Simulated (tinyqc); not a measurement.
CCSD on RHF in the 6-31g basis, for H3+, spin multiplicity 1, step by step. One step of it, computed by the program tinyqc.

Task: CCSD: starting amplitudes. t_ij^ab = <ij||ab> / (e_i + e_j - e_a - e_b), whose energy is MP2.

orbital energies (hartree): MO1 -1.102792, MO2 -0.348604, MO3 0.019690, MO4 0.498370, MO5 0.587862, MO6 1.068871

Two-electron integrals over orbitals (pq|rs), unique and non-zero (hartree):
```
(11|11) 0.645858    (21|21) 0.121185    (22|11) 0.483252    (22|22) 0.462223
(31|11) 0.096259    (31|22) 0.013322    (31|31) 0.048744    (32|21) -0.068280
(32|32) 0.078154    (33|11) 0.377069    (33|22) 0.358801    (33|31) 0.011247
(33|33) 0.336871    (41|11) -0.101527   (41|22) -0.071477   (41|31) -0.019667
(41|33) -0.038435   (41|41) 0.059115    (42|21) -0.054751   (42|32) 0.024656
(42|42) 0.040866    (43|11) -0.015434   (43|22) 0.007595    (43|31) -0.013514
(43|33) 0.000415    (43|41) 0.007483    (43|43) 0.009290    (44|11) 0.483935
(44|22) 0.402858    (44|31) 0.047813    (44|33) 0.319543    (44|41) -0.046593
(44|43) -0.000976   (44|44) 0.421584    (51|21) -0.075702   (51|32) 0.023382
(51|42) 0.048175    (51|51) 0.065024    (52|11) -0.138206   (52|22) -0.110362
(52|31) -0.018154   (52|33) -0.034767   (52|41) 0.056234    (52|43) -0.003365
(52|44) -0.090776   (52|52) 0.090364    (53|21) -0.030100   (53|32) 0.045249
(53|42) 0.001752    (53|51) 0.001321    (53|53) 0.043051    (54|21) 0.091536
(54|32) -0.047063   (54|42) -0.047372   (54|51) -0.064321   (54|53) -0.017398
(54|54) 0.079524    (55|11) 0.457860    (55|22) 0.436212    (55|31) 0.014868
(55|33) 0.337813    (55|41) -0.076763   (55|43) 0.005322    (55|44) 0.388637
(55|52) -0.115039   (55|55) 0.434369    (61|11) -0.079055   (61|22) 0.027127
(61|31) -0.062100   (61|33) -0.016166   (61|41) 0.015355    (61|43) 0.025629
(61|44) -0.019461   (61|52) -0.020533   (61|55) 0.031553    (61|61) 0.116489
(62|21) 0.081981    (62|32) -0.038685   (62|42) -0.048804   (62|51) -0.062026
(62|53) -0.000215   (62|54) 0.070116    (62|62) 0.075576    (63|11) -0.146335
(63|22) -0.072511   (63|31) -0.043912   (63|33) -0.036974   (63|41) 0.041841
(63|43) 0.010641    (63|44) -0.084961   (63|52) 0.049678    (63|55) -0.063503
(63|61) 0.047865    (63|63) 0.066603    (64|11) 0.014247    (64|22) -0.046285
(64|31) 0.034499    (64|33) -0.005023   (64|41) 0.009707    (64|43) -0.016873
(64|44) -0.003854   (64|52) 0.036291    (64|55) -0.053549   (64|61) -0.075758
(64|63) -0.018047   (64|64) 0.061032    (65|21) -0.104466   (65|32) 0.069201
(65|42) 0.059405    (65|51) 0.071729    (65|53) 0.028036    (65|54) -0.089478
(65|62) -0.082844   (65|65) 0.115860    (66|11) 0.630572    (66|22) 0.482612
(66|31) 0.089958    (66|33) 0.384394    (66|41) -0.127733   (66|43) -0.019256
(66|44) 0.470508    (66|52) -0.145843   (66|55) 0.468618    (66|61) -0.085788
(66|63) -0.152984   (66|64) 0.012068    (66|66) 0.666741
```

Give: Starting amplitudes; correlation energy.

Result:

Starting amplitudes (spin orbitals 1a, 1b, ...; amplitudes related by a flip of all spins are not repeated):
```
from      to          t
1a 1b  2a 2b     -0.080
1a 1b  2a 5b      0.031
1a 1b  6a 6b     -0.027
1a 1b  3a 3b     -0.022
1a 1b  5a 5b     -0.019
1a 1b  3a 6b      0.019
1a 1b  4a 4b     -0.018
1a 1b  3a 4b      0.007
1a 1b  4a 6b  -4.07e-03
```

correlation energy = -0.02370 hartree
